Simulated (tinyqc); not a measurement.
AlGaN/GaN HEMT with access regions, lumped model: effect of the barrier thickness.

A polarisation-induced electron sheet under a Schottky gate, in series with two ungated access regions and contacts. Drift law v = mu E/(1 + mu E/vs) under the gate. Currents in mA/mm, resistances in ohm mm. No self-heating, no channel-length modulation; fits for polarisation, barrier and offset are chosen for the exercise.

sigma = (5e13 x + 1.6e13 x^2) cm^-2, phiB = 0.84 + 1.3 x, dEc = 0.7 (1.71 x + x^2) in volts, Cb = eps0 eps_r/d, VT = phiB - dEc - q sigma/Cb, access density n0 = -Cb VT/q. Access resistance R(L, n) = L/(q mu n sqrt(1 - (I/(q n vs))^2)); Rs = Rc + R(Ls, n0), Rd = Rc + R(Ld, (1 - ft) n0). Vg' = Vg - I Rs, Vd' = Vd - I (Rs + Rd); with u = Vg' - VT, Vc = vs Lg/mu and w the smaller of Vd' and Vc [sqrt(1 + 2 u/Vc) - 1] (0 if negative), the channel gives (mu Cb/Lg)(u w - w^2/2)/(1 + w/Vc). I equals that channel current. Isat is I at Vd = 10 V, gm = dIsat/dVg, Ron the limit of Vd/I at small Vd.

Parameters, values chosen for the exercise; values close to those of AlGaN/GaN structures: aluminium share of the barrier x = 0.24; relative permittivity of barrier and channel eps_r = 9.2; channel mobility mu = 1400 cm^2/(V s); saturation velocity vs = 1.3e7 cm/s; gate length Lg = 0.15 um; source access length Ls = 1.5 um; drain access length Ld = 12 um; resistance of each contact Rc = 0.19 ohm mm; share of the drain-access electrons removed by traps ft = 0; gate voltage Vg = 0 V.

Constants: q = 1.602176634e-19 C, eps0 = 8.8541878128e-14 F/cm where lengths are in cm. Results are converted to the units shown.

Effect of the barrier thickness:
```
d (nm),VT (V),n0 (cm^-2),Ron (ohm mm),Isat (mA/mm),gm (mS/mm)
8,-1.209,7.682e12,8.301,479.6,438.8
11,-1.971,9.111e12,7.059,743.8,402.7
14,-2.734,9.928e12,6.510,944.7,359.5
18,-3.750,1.059e13,6.125,1146,310.2
22,-4.767,1.102e13,5.904,1298,271.4
27,-6.038,1.137e13,5.733,1380,47.60
33,-7.563,1.165e13,5.603,1424,22.00
```

As d goes from 8 to 33 nm, Ron falls from 8.30 to 5.60 ohm mm, Isat rises from 480 to 1420 mA/mm and gm falls from 439 to 22.0 mS/mm. VT falls from -1.21 to -7.56 V. For d = 11 to 33 nm the power passes 5 W/mm, where self-heating, left out here, lowers the current. For d = 27 to 33 nm the gated channel is not yet saturated at 10 V, because the access regions take the voltage, and gm drops.

Computed by the program tinyqc: `OMP_NUM_THREADS=1 python tinyqc.py 2570022 2570023 out.jsonl`, one thread of a shared Intel Xeon 2.30GHz, about 0.01 s for the whole run.
